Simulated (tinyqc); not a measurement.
Self-heating of a transistor with one or more fingers, with temperature-dependent conductivity: one step, computed by the program tinyqc.

N long parallel fingers lie on the top face of a slab whose bottom is held at T_0; the top is otherwise insulated, and heat flows in two dimensions. P in W/mm is 1000 P in W/m.

Question. Correction for the falling conductivity. Kirchhoff transformation for kappa = kappa_0 (T/T_0)^-m: T = T_0 [1 - (m - 1) theta/T_0]^(-1/(m - 1)), where theta is the linear rise. The bracket vanishes at the power P T_0/((m - 1) theta).

Inputs (values chosen for the exercise, modelled on gallium nitride): exponent m in kappa ~ T^-m = 1.3; base temperature T_0 = 300 K; power per gate width P = 5.1 W/mm.

Power: fixed power.

largest theta = 92.71308 K

Give: peak temperature; true rise; true rise / linear rise; power at which the formula diverges.

Answer.

peak temperature = 414.9 K

true rise = 114.9 K

true rise / linear rise = 1.240

power at which the formula diverges = 55.01 W/mm

The falling conductivity adds 24.0 % to the rise.
